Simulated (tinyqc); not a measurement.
What each parameter does: quaternary alloy A(x)B(1-x)C(y)D(1-y) matched to a substrate.

Q(x,y) = x y Q_AC + x (1 - y) Q_AD + (1 - x) y Q_BC + (1 - x)(1 - y) Q_BD for the lattice constant. Gap, rule 1: Q(x,y) - x (1 - x)[y C_ABC + (1 - y) C_ABD] - y (1 - y)[x C_ACD + (1 - x) C_BCD]. Rule 2 (mean of ternaries): {x (1 - x)[y T_ABC(x) + (1 - y) T_ABD(x)] + y (1 - y)[x T_ACD(y) + (1 - x) T_BCD(y)]}/{x (1 - x) + y (1 - y)}, T_ABC(x) = x E_AC + (1 - x) E_BC - C_ABC x (1 - x), T_ACD(y) = y E_AC + (1 - y) E_AD - C_ACD y (1 - y), and alike. Only the Gamma valley is followed.

Matching a(x,y) = a_s gives x = (a_s - y a_BC - (1 - y) a_BD)/(y (a_AC - a_BC) + (1 - y)(a_AD - a_BD)).

Parameters, chosen for this exercise (AC, AD, BC, BD near GaAs, GaP, InAs and InP; substrate near InP; shifted at random, so the results belong to these values and not to a real crystal): a = (5.653, 5.454, 6.061, 5.877) angstrom (lattice constants of AC, AD, BC, BD); Eg = (1.51, 2.889, 0.412, 1.433) eV (gaps at Gamma of AC, AD, BC, BD); Cb = (0.547, 0.602, 0.176, 0.094) eV (bowing of ABC, ABD, ACD, BCD); a_s = 5.877 angstrom (substrate); y = 0.05 (fraction of C).

x is matched anew each time.

One parameter was then changed.

Results before and after:
```
case          x  rule 1 (eV)  rule 2 (eV)
base     0.0218       1.3960       1.4062
changed  0.0262       1.3886       1.4008
```

Which of these changes was made? (a) Eg = (1.56, 2.889, 0.412, 1.433) eV; (b) a_s = 5.881 angstrom; (c) y = 0.06; (d) a = (5.663, 5.454, 6.061, 5.877) angstrom; (e) Cb = (0.656, 0.722, 0.211, 0.113) eV.

Answer: (c) y = 0.06. Of the candidates, run in turn, only this one gives the changed row.

All candidates:
```
case                                            x  rule 1 (eV)  rule 2 (eV)
base                                       0.0218       1.3960       1.4062
y = 0.06                                   0.0262       1.3886       1.4008
a_s = 5.881 angstrom                       0.0123       1.3879       1.3946
Cb = (0.656, 0.722, 0.211, 0.113) eV       0.0218       1.3925       1.4048
Eg = (1.56, 2.889, 0.412, 1.433) eV        0.0218       1.3960       1.4062
a = (5.663, 5.454, 6.061, 5.877) angstrom  0.0218       1.3960       1.4062
```

(tinyqc, `OMP_NUM_THREADS=1 python tinyqc.py 1050673 1050674 out.jsonl`, Intel(R) Xeon(R) Processor @ 2.30GHz, 1 thread, shared host, about 0.01 s.)
